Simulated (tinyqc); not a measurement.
# Capacitance of parallel on-chip lines from Laplace's equation on a mesh, step by step

tinyqc, about 1 s, one thread, Intel Xeon 2.30GHz (shared host): `OMP_NUM_THREADS=1 python tinyqc.py 2790134 2790135 out.jsonl` Printed values are rounded.

Cross-section of an endless row of equal lines between two grounded planes; neighbours are driven in antiphase (+1 V and -1 V), so the plane midway between two lines is at 0 V. By symmetry one quarter is solved: x runs from the centre of a line (column 0, mirror) to that midplane (column 3, 0 V), y from the mid-height of the line (row 0, mirror) to the ground plane (row 4, 0 V). The line fills columns 0 to 1 and rows 0 to 1 at 1 V. Cells beside the line (below row 1) have e2, cells above have e1. Each link between nodes has the conductance g = mean permittivity of the two cells beside it (a cell beyond a mirror counts as 0), and the free nodes obey sum g (V_neighbour - V) = 0.

Parameters, values chosen for the exercise:
```
symbol  value  unit                                          meaning
e1          3        relative permittivity above and below the lines
e2          7                relative permittivity between the lines
om        1.4                                 over-relaxation factor
```

Constants: eps0 = 8.8541878128e-12 F/m. Results are converted to the units shown.

## Link conductances

gx[j, i] joins node (row j, column i) to column i + 1, gy[j, i] to row j + 1.

gx:
```
	col 0	col 1	col 2
row 0	3.5	3.5	3.5
row 1	5	5	5
row 2	3	3	3
row 3	3	3	3
row 4	1.5	1.5	1.5
```

gy:
```
	col 0	col 1	col 2	col 3
row 0	3.5	7	7	3.5
row 1	1.5	3	3	1.5
row 2	1.5	3	3	1.5
row 3	1.5	3	3	1.5
```

## Iteration 1: relaxation sweep

V at the start (V):
```
	col 0	col 1	col 2	col 3
row 0	1	1	0	0
row 1	1	1	0	0
row 2	0	0	0	0
row 3	0	0	0	0
row 4	0	0	0	0
```

One sweep visits the free nodes row by row from row 0, left to right, and replaces V by V + om (weighted mean of the neighbours - V), using new values at once.

V after sweep 1 (V):
```
	col 0	col 1	col 2	col 3
row 0	1.00000	1.00000	0.35000	0.00000
row 1	1.00000	1.00000	0.52150	0.00000
row 2	0.35000	0.47250	0.34790	0.00000
row 3	0.12250	0.20825	0.19465	0.00000
row 4	0.00000	0.00000	0.00000	0.00000
```

## Iteration 2: relaxation sweep

As before.

V after sweep 2 (V):
```
	col 0	col 1	col 2	col 3
row 0	1.00000	1.00000	0.57505	0.00000
row 1	1.00000	1.00000	0.49623	0.00000
row 2	0.58362	0.55992	0.29862	0.00000
row 3	0.30104	0.28617	0.12682	0.00000
row 4	0.00000	0.00000	0.00000	0.00000
```

## Course of the relaxation

Stop when no node changes by 1e-7 V. C = 4 eps0 sum g (difference of V along the link)^2, in aF/um.

Course of the iteration:
```
sweep	C (aF/um)	largest change (V)
1	261.793	0.521
2	239.184	0.234
3	234.896	0.108
4	234.286	0.0495
5	234.164	0.0315
6	234.121	0.0156
7	234.120	1.58e-3
8	234.119	8.94e-4
9	234.119	4.89e-4
10	234.119	1.26e-4
11	234.119	1.15e-4
12	234.119	3.05e-5
13	234.119	9.97e-6
14	234.119	6.71e-6
15	234.119	2.74e-6
16	234.119	8.41e-7
17	234.119	4.70e-7
18	234.119	9.62e-8
```

Converged in 18 sweeps. Over the last four sweeps the change shrinks by about 0.35 a sweep. C comes down from above, since the solution minimises the energy.

## Capacitance per length

converged V (V):
```
	col 0	col 1	col 2	col 3
row 0	1.00000	1.00000	0.47961	0.00000
row 1	1.00000	1.00000	0.45922	0.00000
row 2	0.57312	0.51840	0.27568	0.00000
row 3	0.25568	0.22480	0.12512	0.00000
row 4	0.00000	0.00000	0.00000	0.00000
```

C = 4 eps0 sum g (difference of V)^2 over all links (twice the energy of the four quarters, line at 1 V). Plate estimate without fringing: eps0 [2 e1 w/hd + 2 e2 t/(s/2)], w = 2 hx, t = 2 hx, s/2 = 2 hx, hd = 3 hx.

C = 234.119 aF/um
plate estimate = 159.375 aF/um

C depends on the shape only, not on the mesh step hx. Meshes 6, 12 and 24 times finer extrapolate (Aitken) to 222.8 aF/um; this mesh is 5.1 % above that, and the plate estimate is 28 % below it.
